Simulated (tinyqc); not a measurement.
# Leakage currents through a thin dielectric, step by step

A worked calculation. Computed by tinyqc, a small Python program that keeps every step. Command: `OMP_NUM_THREADS=1 python tinyqc.py 3003068 3003069 out.jsonl leak walk`. One thread of a shared host (Intel(R) Xeon(R) Processor @ 2.30GHz), about 0.01 s of CPU time with the checks. Intermediate numbers are printed to about 5 digits and carried at full precision; extremes and crossings named in words are read from the listed rows.

Electrons leave an electrode with Fermi energy E_F above its band bottom; barriers are counted from the Fermi level, and both electrodes are alike.

Inputs (values chosen for the exercise, modelled on Ta2O5):

| quantity | value | unit |
|---|---|---|
| barrier height phi_B | 0.819 | eV |
| tunnelling mass m | 0.33 | m_0 |
| static permittivity k | 24.9 | - |
| optical permittivity k_o | 4.29 | - |
| trap depth phi_t | 0.91 | eV |
| Poole-Frenkel prefactor sigma_0 | 1.1e-08 | S/cm |
| thickness t | 3.5 | nm |
| electrode Fermi energy E_F | 3.4 | eV |
| electrode mass m_e | 0.5 | m_0 |
| voltage V | 0.93 | V |
| temperature T | 77 | K |

Stack: single layer.

Constants: m_0 = 9.1093837015e-31 kg; e = 1.602176634e-19 C; hbar = 1.054571817e-34 J s; k_B = 8.617333262e-05 eV/K; k_B = 1.380649e-23 J/K; eps_0 = 8.8541878128e-12 F/m; h = 6.62607015e-34 J s.

## Fields

Field F = V/t; equivalent oxide thickness 3.9 t/k.

field F = 2.6571 MV/cm

equivalent oxide thickness = 0.54819 nm

## Transmission at the Fermi level

WKB: a layer of mass m, field F and barrier b(x) = b_0 - e F x gives the exponent (4 sqrt(2 m)/(3 hbar e F)) [b_0^(3/2) - max(b_0 - e F t, 0)^(3/2)] for b_0 > 0; b_0 = barrier - (E - E_F); the transmission is D(E) = exp(-sum of exponents), without image force.

exponent of the dielectric = 10.946

transmission D(E_F) = 1.7633e-05

At E_F the barrier of the dielectric is triangular (Fowler-Nordheim tunnelling): its far edge lies below E_F.

## Tunnel current

Tsu-Esaki: J = (e m_e k_B T/(2 pi^2 hbar^3)) int D(E) ln[(1 + exp((E_F - E)/k_B T))/(1 + exp((E_F - eV - E)/k_B T))] dE over the normal energy E (its change with the mass at an interface is neglected) from max(0, E_F - 3 eV) to E_F + largest barrier, by 100 Gauss-Legendre points in each part, split at E_F - 0.3 eV (if inside the range) and E_F + 8 k_B T. The mean energy weights E - E_F by the integrand.

tunnel current density = 384.48 A/cm^2

mean energy of the current above E_F = -0.11423 eV

The current flows close to or below E_F.

## Thermal currents

Schottky emission J = A T^2 exp(-(phi_B - sqrt(e^3 F/(4 pi k_o eps_0)))/k_B T), A = 4 pi e m k_B^2/h^3 with the tunnelling mass; Poole-Frenkel J = sigma_0 F exp(-(phi_t - sqrt(e^3 F/(pi k_o eps_0)))/k_B T); both use the field F of the dielectric.

Schottky lowering = 0.29864 eV

Poole-Frenkel lowering = 0.59729 eV

Schottky current density = 2.0567e-29 A/cm^2

Poole-Frenkel current density = 9.9625e-23 A/cm^2

The Poole-Frenkel lowering is twice the Schottky one, because the charge of a trap is fixed while an image charge moves with the electron. Caution: so small a Poole-Frenkel current cannot be measured, and its value is formal.

## Which mechanism rules?

The formulas are those given above.

Current densities (A/cm^2):

| V (V) | F (MV/cm) | tunnelling | Schottky | Poole-Frenkel |
|---|---|---|---|---|
| 0.19 | 0.5429 | 1.3901e+00 | 3.9946e-40 | 7.6777e-45 |
| 0.33 | 0.9429 | 3.4834e+00 | 2.5709e-37 | 5.5235e-39 |
| 0.47 | 1.3429 | 8.4434e+00 | 4.5938e-35 | 2.5117e-34 |
| 0.65 | 1.8571 | 2.9039e+01 | 1.2819e-32 | 2.7047e-29 |
| 0.79 | 2.2571 | 8.8652e+01 | 6.0525e-31 | 7.3288e-26 |
| 0.93 | 2.6571 | 3.8448e+02 | 2.0567e-29 | 9.9625e-23 |
| 1.10 | 3.1429 | 2.5378e+03 | 1.0587e-27 | 3.1223e-19 |
| 1.40 | 4.0000 | 2.8688e+04 | 5.6115e-25 | 1.1164e-13 |

The largest current is tunnelling from 0.190 to 1.40 V. Over the table tunnelling grows by 4.3 decades, Schottky by 15.1 and Poole-Frenkel by 31.2. A plot of ln(J/F) against sqrt(F) for the Poole-Frenkel column has the slope 55.22 per sqrt(MV/cm), from which k_o follows; reading it as Schottky emission would give about k_o/4.

Checks made by the program: energy integral against adaptive quadrature (relative difference 3e-06).
